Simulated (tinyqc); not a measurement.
# From one set of inputs to another, one input at a time

Model: mobility of a non-polar semiconductor in the relaxation-time approximation. Computed by tinyqc, a small Python program. Command: `OMP_NUM_THREADS=1 python tinyqc.py 3017156 3017157 out.jsonl rta ladder`. One thread of a shared host (Intel(R) Xeon(R) Processor @ 2.30GHz), about 0.02 s of CPU time with the checks.

Each valley is treated as a sphere of mass m_d for states and rates, with one isotropic relaxation time; the conductivity mass m_c sets the current.

The inputs printed are set A. Inputs not listed in the table keep their values of set A, so the rows need not describe a real material.

Inputs (values chosen for the exercise, modelled on electrons in germanium):
```
quantity,value,unit
longitudinal mass m_l,1.56,m_0
transverse mass m_t,0.0807,m_0
equivalent valleys Z,4,-
non-parabolicity alpha,0.59,1/eV
static permittivity eps_s,16,-
density rho,5323,kg/m^3
sound velocity v_l,5340,m/s
acoustic deformation potential D_A,10,eV
phonon energy hbar w,33.5,meV
optical or intervalley deformation potential D_o,4.6,1e8 eV/cm
final valleys Z_f,3,-
carrier density n,5.2e+14,1/cm^3
compensation ratio C,0,-
temperature T,250,K
alloy fraction x,0.13,-
alloy potential U,0.57,eV
lattice constant a,5.44,angstrom
```

Band: Kane. Impurity formula: Brooks-Herring. Further scattering: alloy.

Constants: k_B = 8.617333262e-05 eV/K; m_0 = 9.1093837015e-31 kg; e = 1.602176634e-19 C; hbar = 1.054571817e-34 J s; eps_0 = 8.8541878128e-12 F/m; k_B = 1.380649e-23 J/K; hbar = 6.582119569e-16 eV s.

Method:
- m_d = (m_l m_t^2)^(1/3); 1/m_c = (1/m_l + 2/m_t)/3; Hall mass factor A = 3 K_m (K_m + 2)/(2 K_m + 1)^2, K_m = m_l/m_t; N_I = n (1 + C)/(1 - C).
- Kane band: hbar^2 k^2/(2 m) = E (1 + alpha E), speed v = hbar k/(m (1 + 2 alpha E)), states per spin, volume and energy g(E) = m k (1 + 2 alpha E)/(2 pi^2 hbar^2); overlap factors are set to 1. Here m = m_d. Masses are multiplied by m_0 and all formulas are in SI units.
- The reduced Fermi level eta = E_F/(k_B T) solves n = 2 Z int g f dE with f = 1/(1 + exp(x - eta)) (Z = 1 unless valleys are given); screening length L_s = sqrt(eps_s eps_0 k_B T/(e^2 dn/deta)), dn/deta = 2 Z int g f (1 - f) dE.
- Integrals over x = E/(k_B T) use 160 Gauss-Legendre points in u = sqrt(x) from 0 to sqrt(max(eta, 0) + 32).
- Phonon occupation N_q = 1/(exp(hbar w/(k_B T)) - 1).
- Acoustic deformation potential (elastic, equipartition, absorption and emission together): 1/tau = 2 pi k_B T D_A^2 g(E)/(hbar rho v_l^2).
- Optical or intervalley deformation potential: 1/tau = (pi Z_f D_o^2/(rho w)) [N_q g(E + hbar w) + (N_q + 1) g(E - hbar w)], with g = 0 below the band edge.
- Each optical term is multiplied by (1 - f(E'))/(1 - f(E)), E' the final energy, for Pauli blocking.
- Singly charged impurities, momentum relaxation: 1/tau = N_I e^4 m (1 + 2 alpha E) Phi/(8 pi (eps_s eps_0)^2 hbar^3 k^3), with alpha = 0 for a parabolic band.
- Brooks-Herring: Phi = ln(1 + b) - b/(1 + b), b = 4 k^2 L_s^2.
- Alloy disorder: 1/tau = (2 pi/hbar) Omega x (1 - x) U^2 g(E), Omega = a^3/4 (other conventions for Omega rescale U).
- mu = (m_d/m_c) (2 Z e/(3 n k_B T)) int g v^2 tau f (1 - f) dE.
- Averages over x are split at the emission threshold x_0 = hbar w/(k_B T): 64 Gauss-Legendre points in sqrt(x) below it and 128 in sqrt(x - x_0) above it, up to x = max(eta, 0) + 32.
- Rates are added at each energy before the average. With <y> = int g v^2 y f (1 - f) dE: Hall factor r_H = A (3 n k_B T/(2 Z m_d)) <tau^2/(1 + 2 alpha E)>/<tau>^2 (alpha = 0 for a parabolic band); Hall mobility r_H mu; |S| = (k_B/e) (<x tau>/<tau> - eta); resistivity 1/(n e mu).

Each row keeps all changes above it:
```
input moved,from,to,resistivity (ohm cm),acoustic mobility (cm^2/(V s)),ionised impurity mobility (cm^2/(V s))
set A,-,-,2.7821e+00,9101,2.2911e+06
longitudinal mass m_l (m_0),1.56,0.61,1.6932e+00,15126,2.1018e+06
optical or intervalley deformation potential D_o (1e8 eV/cm),4.6,9.4,2.6827e+00,15126,2.1018e+06
phonon energy hbar w (meV),33.5,29.3,3.2636e+00,15126,2.1018e+06
carrier density n (1/cm^3),5.2e+14,5.5e+17,6.6710e-03,14849,7.0827e+03
transverse mass m_t (m_0),0.0807,0.15,1.7423e-02,4565,4.2893e+03
acoustic deformation potential D_A (eV),10,12,1.8610e-02,3170,4.2893e+03
alloy potential U (eV),0.57,0.61,1.8865e-02,3170,4.2893e+03
```

Where does the difference come from?

Resistivity goes from 2.78 to 0.0189, a factor 0.00678 in all. The largest single move comes from carrier density n (a factor 0.00204), and transverse mass m_t works against it (a factor 2.61). Acoustic mobility goes from 9100 to 3170, a factor 0.348 in all. The largest single move comes from transverse mass m_t (a factor 0.307), and longitudinal mass m_l works against it (a factor 1.66). Ionised impurity mobility goes from 2.29e6 to 4290, a factor 0.00187 in all. The largest single move comes from carrier density n (a factor 0.00337). The single moves hold for this order of the switches; the total does not depend on the order.

Extremes, crossings and ranges named in words are read from the listed rows.
